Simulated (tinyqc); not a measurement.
Metal gate on a two-layer dielectric stack with fixed charge and a dipole: flat band against the thickness t1.

Gate, layer 2, layer 1, p-type semiconductor; x runs from the gate inwards. Charges are counted in units of +q. psi is the band bending at the surface, positive towards inversion. Classical charge, Boltzmann statistics, no interface traps.

EOT = 3.9 (t1/e1 + t2/e2), Cox = eps0/(t1/e1 + t2/e2); phi_ms = pM - (chi + Eg - Vt ln(Nv/Na)). Vfb = phi_ms + Vd - (q/eps0) [Q1 (t1/e1 + t2/e2) + Q2 t2/e2 + r1 (t1^2/(2 e1) + t1 t2/e2) + r2 t2^2/(2 e2)]: each charge counts with its electrical distance from the gate. ni = sqrt(Nc Nv) exp(-Eg/(2 Vt)), Eg in volts, pB = Vt ln(Na/ni), Vth = Vfb + 2 pB + sqrt(4 q eps0 eps_r Na pB)/Cox.

Values chosen for this exercise; band and dielectric values close to those of silicon, layer 1 close to silicon dioxide, layer 2 close to hafnium oxide:

| symbol | value | unit | meaning |
|---|---|---|---|
| T | 250 | K | temperature |
| Eg | 1.12 | eV | band gap |
| eps_r | 11.6 |  | relative permittivity |
| Nc | 2.11e19 | cm^-3 | conduction-band density of states at T |
| Nv | 2.01e19 | cm^-3 | valence-band density of states at T |
| chi | 4.08 | eV | electron affinity |
| Na | 5.4e17 | cm^-3 | acceptor density |
| pM | 4.75 | eV | work function of the gate metal |
| e1 | 3.83 |  | relative permittivity of layer 1 |
| t2 | 5 | nm | thickness of layer 2, next to the gate |
| e2 | 22.9 |  | relative permittivity of layer 2 |
| Q1 | 1.8e12 | cm^-2 | fixed charge at the semiconductor interface |
| Q2 | 4.4e11 | cm^-2 | fixed charge between the layers |
| r1 | 0 | cm^-3 | uniform charge density in layer 1 |
| r2 | 0 | cm^-3 | uniform charge density in layer 2 |
| Vd | 0.25 | V | flat-band shift by a dipole layer between the layers |

Constants: q = 1.602176634e-19 C, kB = 1.380649e-23 J/K, Vt = kB T/q, eps0 = 8.8541878128e-14 F/cm where lengths are in cm. Results are converted to the units shown.

Result of one run:

| EOT (nm) | Vfb (V) | Vth (V) |
|---|---|---|
| 3.906 | -0.4657 | 0.9654 |

Which thickness of layer 1, next to the semiconductor t1 gave this result: 0.9, 1.2, 2.3 or 3 nm?

t1 = 3 nm.

The whole series:

| t1 (nm) | EOT (nm) | Vfb (V) | Vth (V) |
|---|---|---|---|
| 0.5 | 1.361 | -0.2531 | 0.8730 |
| 0.9 | 1.768 | -0.2871 | 0.8878 |
| 1.2 | 2.073 | -0.3126 | 0.8989 |
| 1.6 | 2.481 | -0.3466 | 0.9137 |
| 1.9 | 2.786 | -0.3722 | 0.9248 |
| 2.3 | 3.194 | -0.4062 | 0.9396 |
| 2.6 | 3.499 | -0.4317 | 0.9506 |
| 3 | 3.906 | -0.4657 | 0.9654 |

Vfb falls from -0.253 to -0.466 V and Vth rises from 0.873 to 0.965 V. The slope dVfb/dEOT is -83.5 mV/nm between the first two rows and -83.5 between the last two: a straight line, set by the charge below the growing layer, which reads as 1.80e12 cm^-2. A line through the end rows meets EOT = 0 at -0.139 V, against phi_ms + Vd = -0.122 V; an effective work function read from it is off by 233 mV from pM.

tinyqc, about 0.01 s, one thread, Intel Xeon 2.30GHz (shared host): `OMP_NUM_THREADS=1 python tinyqc.py 2010168 2010169 out.jsonl`
